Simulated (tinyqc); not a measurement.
Inside a calculation. Model: input admittance of a MOSFET at zero drain bias: distributed channel and distributed gate.

Numbers from tinyqc (`OMP_NUM_THREADS=1 python tinyqc.py 2262140 2262141 out.jsonl`; about 0.01 s on one thread of a shared Intel Xeon 2.30GHz). Printed values are rounded.

Source and drain grounded, strong inversion, w = 2 pi f, Cox = eps0 eox/tox. The channel is an RC line of resistance 1/(mu Cox Vo) per square fed from both ends, so one finger has the intrinsic admittance y = i w Cox L tanh(g)/g per width, g = (1/2) sqrt(i w tau), tau = L^2/(mu Vo). The vertical resistance rv/L is in series with y, the overlaps 2 i w Cov in parallel: y_t = 1/(1/y + rv/L) + 2 i w Cov. The gate strip is a line of Rsh/L per length loaded by y_t, so a finger has Y = y_t Wf tanh(k)/k, k = (Wf/sd) sqrt(y_t Rsh/L); the device has Nf Y.

Values chosen for this exercise; values of the order met in silicon radio-frequency transistors:
- eox = 21.4 (relative permittivity of the gate insulator (close to hafnium oxide))
- tox = 21 nm (insulator thickness)
- L = 0.13 um (channel length)
- Wf = 4.1 um (finger width)
- Nf = 1 (number of fingers)
- mu = 130 cm^2/(V s) (channel mobility)
- Vo = 0.38 V (gate overdrive)
- Rsh = 6.5 ohm/square (sheet resistance of the gate)
- rv = 0 ohm um^2 (vertical resistivity of the gate stack)
- sd = 1 (number of ends at which a finger is contacted)
- Cov = 0.16 fF/um (overlap and fringe capacitance on each side)
- f = 13 GHz (frequency)

Constants: eps0 = 8.8541878128e-14 F/cm where lengths are in cm. Results are converted to the units shown.

## Low-frequency resistances and capacitance

Low-frequency limits, with c = Cox L and ct = c + 2 Cov: R_strip = Rsh Wf/(3 sd^2 L Nf), R_ch = (c/ct)^2 L/(12 mu Cox Vo Wf Nf), R_vert = (c/ct)^2 rv/(L Wf Nf), C = ct Wf Nf.

parts (ohm): strip 68.3333, channel 36.5914, vertical 0
sum = 104.925 ohm
C = 6.12117 fF
1/(2 pi R C) = 247.803 GHz

The strip term is the largest, 65.1 % of the sum.

## Admittance of the channel and stack per width

tau, g, c = Cox L, y and y_t as defined.

tau = 3.42105 ps
g = 0.186894+0.186894i
c = 1.17297 fF/um
y = 2.2293+95.7475i uS/um
y_t = 2.229+121.886i uS/um

w tau = 0.279, and Im y is 0.999 of w c.

## Input impedance of the device

k and Y as defined; Z = 1/(Nf Y) = R + 1/(i w C); Q = |Im Z|/R; signal at the point farthest from a contact |1/cosh k|.

k = 0.228403+0.224263i
Nf Y = 0.026132+0.498411i mS
R = 104.908 ohm
C = 6.11867 fF
Q = 19.0727
signal at the far point = 0.998193

R is 0.016 % below its low-frequency limit and C is 0.041 % below its own.
